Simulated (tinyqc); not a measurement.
Length of a polyene: Hueckel, PPP and singles CI along the polyenes. Computed by the program tinyqc. 

All-trans chains of carbon centres 1.40 angstrom apart:

| parameter | value |
|---|---|
| beta (eV), times 1 +/- alternation | -2.600000 |
| alternation | 0 |
| W (eV) | 11.160000 |
| gamma_rr (eV) | 10.870000 |
| repulsion formula | MN |

Hueckel uses the same beta without repulsion; CIS keeps all single excitations and so misses the low, doubly excited 2Ag state. W is the valence ionisation energy of a centre, MN the Mataga-Nishimoto formula, f the oscillator strength.

Gaps and excitations (eV):

| centres | Hueckel gap | PPP orbital gap | bright singlet (CIS) | f | lowest triplet (CIS) |
|---|---|---|---|---|---|
| 2 | 5.200 | 10.485 | 7.993 | 0.685 | 2.407 |
| 4 | 3.214 | 7.847 | 5.561 | 1.187 | 1.346 |
| 6 | 2.314 | 6.506 | 4.385 | 1.716 | 0.864 |
| 8 | 1.806 | 5.684 | 3.679 | 2.233 | 0.597 |
| 10 | 1.480 | 5.124 | 3.203 | 2.729 | 0.429 |
| 12 | 1.254 | 4.718 | 2.858 | 3.201 | 0.315 |
| 14 | 1.087 | 4.410 | 2.595 | 3.649 | 0.233 |

The Hueckel gap tends to 4 x alternation x |beta| = 0.00 eV for long chains (zero without alternation, falling as 1/N). Exchange opens the PPP orbital gap, and the attraction of electron and hole brings the bright state 1.82 eV below it at 14 centres; the triplet lies 2.36 eV lower still.
